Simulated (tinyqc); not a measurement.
From results back to parameters: standing waves and exposure in a photoresist film. Four cases, with inputs chosen for the exercise.

Problem. Bleaching of a resist on an index-matched plate: T(0) = T12 exp(-(A + B) d), T(end) = T12 exp(-B d), T12 = 1 - ((n1 - 1)/(n1 + 1))^2, and the first slope dT/dD = T(0) C A T12 (1 - exp(-(A + B) d))/(A + B). Here d = dT and D is the dose; A, B and C are hidden.

Find: A; B; C.

Method. A = ln(T(end)/T(0))/d, B = ln(T12/T(end))/d, and the slope then gives C.

Case 1.

Values chosen (out of a larger set: a resist on Cu, indices near tabulated ones; not measured data): n1 = 1.702 (resist index); dT = 0.147 micrometre (resist thickness on an index-matched plate).

T(0) = 0.867694
T(end) = 0.877958
dT/dD = 0.00013771 cm^2/mJ

Solution.

A = 0.08 1/micrometre
B = 0.41 1/micrometre
C = 0.015 cm^2/mJ

Case 2.

Values chosen (out of a larger set: a resist on Al, indices near tabulated ones; not measured data): n1 = 1.715 (resist index); dT = 0.965 micrometre (resist thickness on an index-matched plate).

T(0) = 0.478200
T(end) = 0.861503
dT/dD = 0.0059295 cm^2/mJ

Solution.

A = 0.61 1/micrometre
B = 0.08 1/micrometre
C = 0.031 cm^2/mJ

Case 3.

Values chosen (out of a larger set: a resist on Cu, indices near tabulated ones; not measured data): n1 = 1.693 (resist index); dT = 0.758 micrometre (resist thickness on an index-matched plate).

T(0) = 0.716186
T(end) = 0.872201
dT/dD = 0.0035887 cm^2/mJ

Solution.

A = 0.26 1/micrometre
B = 0.09 1/micrometre
C = 0.031 cm^2/mJ

Case 4.

Values chosen (out of a larger set: a resist on Si, indices near tabulated ones; not measured data): n1 = 1.723 (resist index); dT = 0.774 micrometre (resist thickness on an index-matched plate).

T(0) = 0.692652
T(end) = 0.880481
dT/dD = 0.0024090 cm^2/mJ

Solution.

A = 0.31 1/micrometre
B = 0.07 1/micrometre
C = 0.018 cm^2/mJ

Computed by tinyqc, one run a case: `OMP_NUM_THREADS=1 python tinyqc.py N N+1 out.jsonl` with N = 1651246, 1651253, 1651271, 1651296; one thread of a shared Intel(R) Xeon(R) Processor @ 2.30GHz, about 0.01 s a run at most.
